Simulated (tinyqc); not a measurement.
# Changing the roughness of the interface sigma_2

Model: X-ray reflectivity of a thin film on silicon: critical angles, Parratt recursion, fringes and roughness. Computed by tinyqc, a small Python program. Command: `OMP_NUM_THREADS=1 python tinyqc.py 3120958 3120959 out.jsonl xrr sweep`. One thread of a shared host (Intel(R) Xeon(R) Processor @ 2.30GHz), about 0.01 s of CPU time with the checks.

n = 1 - delta + i beta; the classical electron radius is r_e = 2.8179403e-6 nm. Layer 0 is vacuum, 1 the film, 2 the substrate.

Inputs (values chosen for the exercise, modelled on copper on silicon, copper K-alpha radiation):

| quantity | value | unit |
|---|---|---|
| wavelength lambda | 0.15406 | nm |
| film density rho | 8.96 | g/cm^3 |
| effective electrons per unit mass, film | 0.457 | mol/g |
| beta/delta, film | 0.021 | - |
| film thickness d | 14.5 | nm |
| roughness of the surface sigma_1 | 1 | nm |
| substrate density | 2.33 | g/cm^3 |
| effective electrons per unit mass, substrate | 0.507 | mol/g |
| beta/delta, substrate | 0.023 | - |
| grazing angle theta | 1.84 | degrees |

Constants: N_A = 6.02214076e+23 1/mol.

Method:
- delta = r_e lambda^2 rho_e/(2 pi), rho_e = density x electrons per mass x N_A; critical angle sqrt(2 delta), q_c = 4 sqrt(pi r_e rho_e).
- k_j = (2 pi/lambda) sqrt(sin^2 theta - 2 delta_j + 2 i beta_j); r_ij = (k_i - k_j)/(k_i + k_j) x exp(-2 k_i k_j sigma^2) (Nevot-Croce); r = (r_01 + r_12 p)/(1 + r_01 r_12 p), p = exp(2 i k_1 d); R = |r|^2.
- Far above the critical angle the period is d theta = lambda/(2 d), or 2 pi/d in q; the envelope runs between (|r_01| - |r_12 p|)^2 and (|r_01| + |r_12 p|)^2; contrast = 2 a b/(a^2 + b^2) with a = |r_01|, b = |r_12 p|; roughness factors on the amplitudes are about exp(-q^2 sigma^2/2).

One run for each value:

| roughness of the interface sigma_2 (nm) | contrast | roughness factor, interface | reflectivity R |
|---|---|---|---|
| 0.0 | 0.10058 | 1.0000e+00 | 7.7893e-05 |
| 0.2 | 0.11476 | 8.7181e-01 | 5.9084e-05 |
| 0.4 | 0.17017 | 5.7767e-01 | 2.5520e-05 |
| 0.6 | 0.32380 | 2.9093e-01 | 5.9771e-06 |
| 0.8 | 0.71537 | 1.1136e-01 | 6.4432e-07 |
| 1.0 | 0.94818 | 3.2398e-02 | 8.9743e-08 |
| 1.2 | 0.32535 | 7.1638e-03 | 1.6536e-07 |
| 1.4 | 0.05956 | 1.2040e-03 | 2.0441e-07 |
| 1.6 | 0.00815 | 1.5379e-04 | 2.1261e-07 |

Describe the trends.

Over the rows, contrast goes from 0.101 through a maximum among these rows, 0.948 at 1.00, to 0.00815; roughness factor, interface falls from 1.00 to 1.54e-4; reflectivity R goes from 7.79e-5 through a minimum among these rows, 8.97e-8 at 1.00, to 2.13e-7.

Extremes, crossings and ranges named in words are read from the listed rows.
